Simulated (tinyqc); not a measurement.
Bulk resistivity and mean free path from two films.

Inverse problem. In the thick-film limit single-crystal films obey rho = rho0 (1 + 3 (1 - ps) lam/(8 d)). Find rho0, lam and the product rho0 lam.

Values chosen for this exercise: specular share of surface scattering ps = 0.2.

rho at d = 22 and 91 nm (uohm cm): 6.9804636  6.2522000

Solution. rho is a straight line in 1/d: the intercept is rho0 and the slope (3/8)(1 - ps) rho0 lam. Without ps only the product (1 - ps) lam could be found.

rho0 = 6.020 uohm cm
lam = 11.70 nm
rho0 lam = 70.43 uohm cm nm

tinyqc, about 0.01 s, one thread, Intel Xeon 2.30GHz (shared host): `OMP_NUM_THREADS=1 python tinyqc.py 2100142 2100143 out.jsonl`
